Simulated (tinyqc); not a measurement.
# From centre of the doublet back to thickness d_2

Model: longitudinal sound in a periodic multilayer: transfer matrices, stop bands and folded phonons. Computed by tinyqc, a small Python program. Command: `OMP_NUM_THREADS=1 python tinyqc.py 3018207 3018208 out.jsonl multilayer inv`. One thread of a shared host (Intel(R) Xeon(R) Processor @ 2.30GHz), about 0.04 s of CPU time with the checks.

Layers 1 and 2 repeat with period d = d_1 + d_2; waves travel normal to the layers, without loss. State vector (u, s): displacement u and stress divided by omega. Impedances Z = rho v are in 1e6 kg/(m^2 s).

Inputs (values chosen for the exercise, modelled on silica (layer 1), aluminium nitride (layer 2) and silicon (substrate)):
```
quantity                    value    unit
density rho_1                2.18  g/cm^3
velocity v_1                 5940     m/s
thickness d_1                 3.9      nm
density rho_2                 3.3  g/cm^3
velocity v_2                10800     m/s
substrate density            2.29  g/cm^3
substrate velocity           8300     m/s
optical wave vector q d/pi   0.11       -
```

Method:
- Z = rho v; interface reflection r = (Z_2 - Z_1)/(Z_2 + Z_1) (stress amplitude, from 1 into 2); Bragg frequency f_B = 1/[2 (d_1/v_1 + d_2/v_2)]; long-wave velocity v_eff = d/sqrt[(d_1/v_1)^2 + (d_2/v_2)^2 + (Z_1/Z_2 + Z_2/Z_1)(d_1/v_1)(d_2/v_2)].
- A layer maps (u, s) by [[cos p, sin p/Z], [-Z sin p, cos p]], p = 2 pi f d_i/v_i; one period is M = M_2 M_1, and cos(q d) = trace(M)/2.
- Light transfers the wave vector q. Solve trace(M)/2 = cos(q d) on the first branch (Brillouin line) and on the two branches around 2 f_B (first folded doublet); 1/cm = 29.9792458 GHz.

Question. A run gave the result below. Find the thickness d_2, known to lie between 10 and 17 nm.

centre of the doublet = 18.55249 1/cm

Answer.

Each step takes the trial c = (a f_b - b f_a)/(f_b - f_a), f being the result less the target and a, b, c the logarithms of the listed values; c replaces end b, the old b replaces a if the sign of f changed, and otherwise f_a is halved.

Scan of the range:
```
thickness d_2 (nm)  centre of the doublet (1/cm)
10.0                                     21.1941
10.9                                     20.1780
11.9                                     19.1521
13.0                                     18.1260
14.2                                     17.1092
15.6                                     16.0391
17.0                                     15.0786
```

False position (Illinois rule, in the logarithm of the input) inside the bracket:
```
step    end a    end b    trial  centre of the doublet (1/cm)
1     11.9000  13.0000  12.5309                       18.5516
2     11.9000  12.5309  12.5291                       18.5533
3     12.5309  12.5291  12.5300                       18.5525
```

Centre of the doublet falls at every point of a 13-point scan of the range (every second point is shown), so one value fits; it is bracketed by 11.9 and 13.0. Answer: thickness d_2 = 12.53 nm.
